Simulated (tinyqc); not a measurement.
Matthiessen's rule against the full average: mobility of a non-polar semiconductor in the relaxation-time approximation. Computed by tinyqc, a small Python program. Command: `OMP_NUM_THREADS=1 python tinyqc.py 3011799 3011800 out.jsonl rta walk`. One thread of a shared host (Intel(R) Xeon(R) Processor @ 2.30GHz), about 0.01 s of CPU time with the checks.

Each valley is treated as a sphere of mass m_d for states and rates, with one isotropic relaxation time; the conductivity mass m_c sets the current.

Inputs (values chosen for the exercise, modelled on electrons in diamond):

| quantity | value | unit |
|---|---|---|
| longitudinal mass m_l | 1.53 | m_0 |
| transverse mass m_t | 0.275 | m_0 |
| equivalent valleys Z | 6 | - |
| non-parabolicity alpha | 0.19 | 1/eV |
| static permittivity eps_s | 5.7 | - |
| density rho | 3515 | kg/m^3 |
| sound velocity v_l | 18200 | m/s |
| acoustic deformation potential D_A | 8 | eV |
| phonon energy hbar w | 147 | meV |
| optical or intervalley deformation potential D_o | 7.4 | 1e8 eV/cm |
| final valleys Z_f | 5 | - |
| carrier density n | 2e+16 | 1/cm^3 |
| compensation ratio C | 0 | - |
| temperature T | 300 | K |

Band: Kane. Impurity formula: Brooks-Herring. Further scattering: none.

Constants: k_B = 8.617333262e-05 eV/K; m_0 = 9.1093837015e-31 kg; e = 1.602176634e-19 C; hbar = 1.054571817e-34 J s; eps_0 = 8.8541878128e-12 F/m; k_B = 1.380649e-23 J/K; hbar = 6.582119569e-16 eV s.

Method:
- m_d = (m_l m_t^2)^(1/3); 1/m_c = (1/m_l + 2/m_t)/3; Hall mass factor A = 3 K_m (K_m + 2)/(2 K_m + 1)^2, K_m = m_l/m_t; N_I = n (1 + C)/(1 - C).
- Kane band: hbar^2 k^2/(2 m) = E (1 + alpha E), speed v = hbar k/(m (1 + 2 alpha E)), states per spin, volume and energy g(E) = m k (1 + 2 alpha E)/(2 pi^2 hbar^2); overlap factors are set to 1. Here m = m_d. Masses are multiplied by m_0 and all formulas are in SI units.
- The reduced Fermi level eta = E_F/(k_B T) solves n = 2 Z int g f dE with f = 1/(1 + exp(x - eta)) (Z = 1 unless valleys are given); screening length L_s = sqrt(eps_s eps_0 k_B T/(e^2 dn/deta)), dn/deta = 2 Z int g f (1 - f) dE.
- Integrals over x = E/(k_B T) use 160 Gauss-Legendre points in u = sqrt(x) from 0 to sqrt(max(eta, 0) + 32).
- Phonon occupation N_q = 1/(exp(hbar w/(k_B T)) - 1).
- Acoustic deformation potential (elastic, equipartition, absorption and emission together): 1/tau = 2 pi k_B T D_A^2 g(E)/(hbar rho v_l^2).
- Optical or intervalley deformation potential: 1/tau = (pi Z_f D_o^2/(rho w)) [N_q g(E + hbar w) + (N_q + 1) g(E - hbar w)], with g = 0 below the band edge.
- Each optical term is multiplied by (1 - f(E'))/(1 - f(E)), E' the final energy, for Pauli blocking.
- Singly charged impurities, momentum relaxation: 1/tau = N_I e^4 m (1 + 2 alpha E) Phi/(8 pi (eps_s eps_0)^2 hbar^3 k^3), with alpha = 0 for a parabolic band.
- Brooks-Herring: Phi = ln(1 + b) - b/(1 + b), b = 4 k^2 L_s^2.
- mu = (m_d/m_c) (2 Z e/(3 n k_B T)) int g v^2 tau f (1 - f) dE.
- Averages over x are split at the emission threshold x_0 = hbar w/(k_B T): 64 Gauss-Legendre points in sqrt(x) below it and 128 in sqrt(x - x_0) above it, up to x = max(eta, 0) + 32.
- Rates are added at each energy before the average. With <y> = int g v^2 y f (1 - f) dE: Hall factor r_H = A (3 n k_B T/(2 Z m_d)) <tau^2/(1 + 2 alpha E)>/<tau>^2 (alpha = 0 for a parabolic band); Hall mobility r_H mu; |S| = (k_B/e) (<x tau>/<tau> - eta); resistivity 1/(n e mu).
- Matthiessen's rule adds 1/mu of the separate processes.

acoustic mobility = 8236.44 cm^2/(V s)

optical mobility = 126833 cm^2/(V s)

ionised impurity mobility = 7573.78 cm^2/(V s)

drift mobility mu = 2717.81 cm^2/(V s)

Separate mobilities:

| process | mu (cm^2/(V s)) | share of the sum of 1/mu (%) |
|---|---|---|
| acoustic | 8.2364e+03 | 46.459 |
| optical | 1.2683e+05 | 3.017 |
| ionised impurity | 7.5738e+03 | 50.524 |

mobility by Matthiessen's rule = 3826.6 cm^2/(V s)

excess of Matthiessen's rule over the full mu = 40.796 %

What does the comparison show, and why?

The rule gives 3827 against the full 2718, 40.8 % too high; it can only overestimate, since each separate average is carried by the energies where that process is weak. The error is large because ionised impurity and acoustic scattering both carry weight and depend on energy in different ways. Caution: n is taken as given; at low temperature (in diamond even at 300 K) real dopants can freeze out, which changes n and N_I.
